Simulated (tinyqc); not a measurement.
Chemical vapour deposition: Grove model, boundary layer, depletion and step coverage: one step, computed by the program tinyqc.

A precursor diffuses to the surface and reacts there at first order; each molecule that reacts adds one formula unit of film.

Question. Gas-phase and surface constants. k_s = k0 exp(-E/(k_B T)); C_g = Y p/(k_B T), 1 torr = 133.322 Pa; D = D0 (T/273.15)^1.75 (760/p). Temperatures in kelvin are T(C) + 273.15. Mean speed c = sqrt(8 k_B T/(pi M)); reactive sticking probability beta = 4 k_s/c.

Inputs (values chosen for the exercise, close to those used for tungsten from its fluoride):
```
quantity                                     value    unit
prefactor k0 of k_s                          17000    cm/s
activation energy E                          0.765      eV
temperature T                                  450       C
total pressure p                                60    torr
mole fraction of the precursor Y             0.002       -
gas diffusivity D0 at 273.15 K and 760 torr   0.29  cm^2/s
precursor mass M                               298       u
```

Reactor: horizontal, reduced pressure.

Constants: k_B = 1.380649e-23 J/K; u = 1.6605390666e-27 kg; k_B = 8.617333262e-05 eV/K.

Give: surface rate constant k_s; precursor density C_g; gas diffusivity D; mean speed c; sticking probability beta.

Answer.

surface rate constant k_s = 0.07925 cm/s

precursor density C_g = 1.602e+15 1/cm^3

gas diffusivity D = 20.18 cm^2/s

mean speed c = 22667 cm/s

sticking probability beta = 1.399e-05
